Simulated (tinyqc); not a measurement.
Comparisons within one model: polar nitride quantum well with polarisation fields. A value that a table varies takes the place of the one given here.

Growth along [0001]. e_par = (a_sub - a)/a, Ppz = 2 e_par (e31 - e33 C13/C33), P = Psp + Ppz in each layer; strain relaxation and the strain shift of the gaps are left out, although thick layers with more than about 1 % mismatch would relax.

In a periodic stack without free charge the potential drop over a period vanishes: F_w = (P_b - P_w) Lb/(eps0 (eps_w Lb + eps_b Lw)), F_b = -F_w Lw/Lb, eps0 = 8.8541878e-12 F/m; 1 MV/cm = 1e8 V/m = 0.01 V/angstrom.

Envelope functions on cells of 0.25 angstrom over barrier, well, barrier (widths Lb, Lw, Lb), psi = 0 beyond, psi'/m continuous (mean mass between points), c = hbar^2/2m0. With u(z) the integral of e F (F_w in the well, F_b = -F_w Lw/Lb in the barriers, 1 MV/cm = 0.01 V/angstrom), zero at the centre of the well, the electron sees u plus Vc in the barriers and the hole -u plus Vv. The transition is Eg + E_e + E_h; excitons are left out.

Constants: hbar^2/2m0 = 3.80998211 eV angstrom^2; hc = 1239.841984 eV nm.

Inputs chosen for the exercise (near those of an InGaN well in GaN; shifted at random, so the results belong to these values and not to a real crystal): a_w = 3.25 angstrom (lattice constant a, well); a_b = 3.189 angstrom (lattice constant a, barrier); a_sub = 3.189 angstrom (in-plane lattice constant of the stack); Psp_w = -0.0294 C/m^2 (spontaneous polarisation); Psp_b = -0.0351 C/m^2 (spontaneous polarisation); e31_w = -0.333 C/m^2; e31_b = -0.336 C/m^2; e33_w = 0.676 C/m^2; e33_b = 0.666 C/m^2; C_w = 0.287 (C13/C33); C_b = 0.265 (C13/C33); eps_w = 10.9 (dielectric constant); eps_b = 10.3 (dielectric constant); Lb = 45 angstrom (barrier width); Eg = 2.775 eV (gap of the well); Vc = 0.452 eV (conduction offset); Vv = 0.213 eV (valence offset); me = 0.178 m0 (electron, well); meb = 0.2 m0 (electron, barrier); mh = 1.71 m0 (hole, everywhere); Ls = (10, 14, 20, 28, 38, 50) angstrom (well widths); Lw = 21 angstrom (well width).

## Width of the well

Field, levels and overlap anew for each width.

Results:
```
Lw (angstrom),F_w (MV/cm),E (eV),E without field (eV),overlap^2,ln overlap^2
10,-2.182,3.1203,3.1515,0.684,-0.38
14,-2.041,3.0087,3.0618,0.603,-0.51
20,-1.860,2.8801,2.9741,0.403,-0.91
28,-1.663,2.7522,2.9070,0.178,-1.73
38,-1.469,2.6309,2.8615,0.0461,-3.08
50,-1.288,2.5178,2.8322,0.00633,-5.06
```

What does this show, and why?

The red shift grows from 31 to 314 meV. The line drops below Eg between 20 and 28 angstrom, which a square well can never do. Over the last two rows dE/dLw = -9.4 meV per angstrom, against -|e F_w| = -12.9 in the last row; the field itself weakens by 41 % over the table, since a wider well shares the drop with the barrier. The overlap falls by a factor 108.

## Screening the field

F_w = -1.8324 MV/cm

Carriers or a semipolar orientation reduce the field; here it is simply scaled in well and barrier.

Results:
```
share of the field,F_w (MV/cm),E (eV),nm,overlap^2,separation (angstrom)
1.0,-1.832,2.8619,433.2,0.37,10.8
0.8,-1.466,2.8940,428.4,0.47,9.4
0.6,-1.099,2.9217,424.4,0.60,7.8
0.4,-0.733,2.9436,421.2,0.74,5.7
0.2,-0.366,2.9582,419.1,0.87,3.1
0.0,0.000,2.9633,418.4,0.93,0.0
```

What can be read from the table?

Full screening shifts the line by -14.8 nm (+101 meV). The first fifth of the screening gives 32 meV and the last fifth 5 meV; a purely quadratic shift would give a ratio of 9, a linear one 1, and here it is 6.2.

## What each parameter does

Polarisation, field, levels and overlap anew. Each row changes one parameter from the base and keeps the others.

Results:
```
case,F_w (MV/cm),E (eV),overlap^2,red shift (meV)
base,-1.832,2.8619,0.37,101
Lw = 17 angstrom,-1.946,2.9397,0.51,73
Lb = 30 angstrom,-1.589,2.8869,0.45,77
a_sub = 3.179 angstrom,-1.834,2.8617,0.37,102
Psp_b = -0.0386 C/m^2,-2.084,2.8377,0.31,126
e33_w = 0.744 C/m^2,-1.885,2.8570,0.36,106
eps_w = 12,-1.712,2.8728,0.40,90
mh = 1.2 m0,-1.832,2.8760,0.42,96
Vc = 0.384 eV,-1.832,2.8470,0.35,105
```

How do the results move?

The largest shifts from the base row, up to three for each result and ties (the steps differ in size, so this ranks the rows, not the parameters). F_w (MV/cm): Psp_b -0.252, Lb +0.243, eps_w +0.120; unchanged at the printed digits by mh and Vc. E (eV): Lw +0.0778, Lb +0.0250, Psp_b -0.0242. overlap^2: Lw +0.138, Lb +0.0808, Psp_b -0.0574; unchanged at the printed digits by a_sub. red shift (meV): Lw -29, Lb -25, Psp_b +24.

tinyqc: `OMP_NUM_THREADS=1 python tinyqc.py 1281837 1281838 out.jsonl`; about 0.08 s, one thread, shared Intel(R) Xeon(R) Processor @ 2.30GHz.
